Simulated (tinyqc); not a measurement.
What each setting does: recursion (Haydock) method for the local density of states: surface site of a cubic lattice.

One orbital a site at energy 0, hopping -t to the 6 nearest neighbours of a cubic lattice; the start u0 is a site in the outermost layer of a half crystal, with energy V. Recursion: a_n = <u_n|H|u_n>, b_(n+1) u_(n+1) = (H - a_n) u_n - b_n u_(n-1), b > 0. G(z) = 1/(z - a0 - b1^2/(z - a1 - b2^2/(...))), z = E + i eta. After n levels the tail is b_n^2 T with the square-root terminator T = (z - sqrt(z - 2b) sqrt(z + 2b))/(2 b^2), b = 3t so that the band edges lie at -/+ 6t.

Parameters, chosen for this exercise:
- t = 1.23 eV (hopping)
- V = 0 eV (shift of the starting site)
- n = 6 (levels kept)
- E = -5.85 eV (energy)
- eta = 0.061 eV (broadening)

G at z = E + i eta with n levels and terminator.

One parameter was then changed.

Results before and after:

| case | Re G (1/eV) | density (1/eV) |
|---|---|---|
| base | -0.2330 | 0.0193 |
| changed | -0.2100 | 0.0155 |

Which of these changes was made? (a) n = 7; (b) eta = 0.122 eV; (c) E = -5.6 eV; (d) t = 1.353 eV; (e) V = 0.5 eV.

Answer: (e) V = 0.5 eV. Of the candidates, run in turn, only this one gives the changed row.

All candidates:

| case | Re G (1/eV) | density (1/eV) |
|---|---|---|
| base | -0.2330 | 0.0193 |
| t = 1.353 eV | -0.2252 | 0.0255 |
| V = 0.5 eV | -0.2100 | 0.0155 |
| n = 7 | -0.2336 | 0.0187 |
| E = -5.6 eV | -0.2396 | 0.0232 |
| eta = 0.122 eV | -0.2300 | 0.0198 |

(tinyqc, `OMP_NUM_THREADS=1 python tinyqc.py 1451810 1451811 out.jsonl`, Intel(R) Xeon(R) Processor @ 2.30GHz, 1 thread, shared host, about 0.2 s.)
